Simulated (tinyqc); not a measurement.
Trap density by the high-low method.

Question. In depletion, where minority carriers are negligible, a MOS capacitor has 1/C_LF = 1/Cox + 1/(Cd + q Dit) and 1/C_HF = 1/Cox + 1/Cd. Find Cd and Dit.

Constants: q = 1.602176634e-19 C. Results are converted to the units shown.

Cox, C_LF, C_HF (uF/cm^2): [1.2927114, 0.16784823, 0.13153169]

Solution. Removing Cox from each series combination leaves Cd + q Dit and Cd; their difference over q is Dit.

Cd = 0.1464 uF/cm^2
Dit = 2.900e11 cm^-2 eV^-1

tinyqc, about 0.01 s, one thread, Intel Xeon 2.30GHz (shared host): `OMP_NUM_THREADS=1 python tinyqc.py 2060107 2060108 out.jsonl`
